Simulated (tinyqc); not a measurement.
Epitaxial growth on a vicinal surface: Burton-Cabrera-Frank step flow, step-edge barrier and island nucleation: one step, computed by the program tinyqc.

Adatoms land at rate F, hop on a square grid (a simplification for hexagonal faces), desorb, or join steps. Lengths are in units of a and n is the adatom coverage. Steps ascend at x = 0 and descend at x = l.

Question. Scales. D = nu exp(-E_d/(k_B T)) (a^2/s, nu counted per direction); tau = exp(E_a/(k_B T))/nu; x_s = sqrt(D tau); n_eq = exp(-E_f/(k_B T)); terrace width l = h/(a tan(miscut)); Schwoebel length l_s = exp(E_s/(k_B T)) - 1. Temperatures in kelvin are T(C) + 273.15.

Inputs (values chosen for the exercise, close to those used for 4H-SiC(0001)):
```
quantity                     value      unit
site spacing a                3.08  angstrom
step height h                 2.52  angstrom
diffusion barrier E_d         1.93        eV
desorption energy E_a         3.73        eV
adatom formation energy E_f    1.5        eV
step-edge barrier E_s        0.075        eV
attempt frequency nu             1       THz
miscut angle                     1   degrees
temperature T                 1580         C
```

Constants: k_B = 8.617333262e-05 eV/K.

Give: D; lifetime tau; diffusion length x_s; equilibrium coverage n_eq; terrace width l; Schwoebel length l_s.

Answer.

D = 5.6393e+06 a^2/s

lifetime tau = 0.013932 s

diffusion length x_s = 280.30 a

equilibrium coverage n_eq = 8.3299e-05

terrace width l = 46.874 a

Schwoebel length l_s = 0.59944 a

l/x_s = 0.167: nearly every adatom reaches a step.
